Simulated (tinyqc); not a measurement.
Hueckel theory of the pi electrons with the omega technique, for the molecule [CH2]c1ccc(N)cc1F (SMILES; centres numbered as the heavy atoms are written), step by step. One step of it, computed by the program tinyqc.

Question. Omega technique, round 2. h_r = h_r(0) + omega q_r, omega = 0.6, with q_r = z_r - P_rr.

Hueckel matrix in units of beta (H = alpha + beta A):
```
,1C,2C,3C,4C,5C,6N,7C,8C,9F
1C,0.000000,1.000000,0.000000,0.000000,0.000000,0.000000,0.000000,0.000000,0.000000
2C,1.000000,0.000000,1.000000,0.000000,0.000000,0.000000,0.000000,1.000000,0.000000
3C,0.000000,1.000000,0.000000,1.000000,0.000000,0.000000,0.000000,0.000000,0.000000
4C,0.000000,0.000000,1.000000,0.000000,1.000000,0.000000,0.000000,0.000000,0.000000
5C,0.000000,0.000000,0.000000,1.000000,0.000000,0.800000,1.000000,0.000000,0.000000
6N,0.000000,0.000000,0.000000,0.000000,0.800000,1.500000,0.000000,0.000000,0.000000
7C,0.000000,0.000000,0.000000,0.000000,1.000000,0.000000,0.000000,1.000000,0.000000
8C,0.000000,1.000000,0.000000,0.000000,0.000000,0.000000,1.000000,0.000000,0.700000
9F,0.000000,0.000000,0.000000,0.000000,0.000000,0.000000,0.000000,0.700000,3.000000
```

charge and bond-order matrix P:
```
,1C,2C,3C,4C,5C,6N,7C,8C,9F
1C,1.043629,0.644620,-0.028993,-0.125990,0.003392,0.045640,-0.120739,-0.009789,-0.020868
2C,0.644620,1.020930,0.517756,-0.026773,-0.209982,0.075626,-0.006162,0.508690,-0.070631
3C,-0.028993,0.517756,1.020336,0.714226,0.000481,-0.045057,-0.285077,0.005496,-0.005991
4C,-0.125990,-0.026773,0.714226,1.032719,0.603103,-0.145865,0.021282,-0.280043,0.056349
5C,0.003392,-0.209982,0.000481,0.603103,0.973029,0.295871,0.607898,0.014372,-0.018343
6N,0.045640,0.075626,-0.045057,-0.145865,0.295871,1.908182,-0.150101,-0.049638,0.013760
7C,-0.120739,-0.006162,-0.285077,0.021282,0.607898,-0.150101,1.042872,0.704690,-0.112087
8C,-0.009789,0.508690,0.005496,-0.280043,0.014372,-0.049638,0.704690,0.987248,0.168834
9F,-0.020868,-0.070631,-0.005991,0.056349,-0.018343,0.013760,-0.112087,0.168834,1.971055
```

Centres:
```
centre,"z_r, pi electrons of the neutral centre",h
1C,1,0.000000
2C,1,0.000000
3C,1,0.000000
4C,1,0.000000
5C,1,0.000000
6N,2,1.500000
7C,1,0.000000
8C,1,0.000000
9F,2,3.000000
```

Give: matrix after round 2.

Answer.

matrix after round 2:
```
,1C,2C,3C,4C,5C,6N,7C,8C,9F
1C,-0.026,1.000,0.000,0.000,0.000,0.000,0.000,0.000,0.000
2C,1.000,-0.013,1.000,0.000,0.000,0.000,0.000,1.000,0.000
3C,0.000,1.000,-0.012,1.000,0.000,0.000,0.000,0.000,0.000
4C,0.000,0.000,1.000,-0.020,1.000,0.000,0.000,0.000,0.000
5C,0.000,0.000,0.000,1.000,0.016,0.800,1.000,0.000,0.000
6N,0.000,0.000,0.000,0.000,0.800,1.555,0.000,0.000,0.000
7C,0.000,0.000,0.000,0.000,1.000,0.000,-0.026,1.000,0.000
8C,0.000,1.000,0.000,0.000,0.000,0.000,1.000,0.008,0.700
9F,0.000,0.000,0.000,0.000,0.000,0.000,0.000,0.700,3.017
```
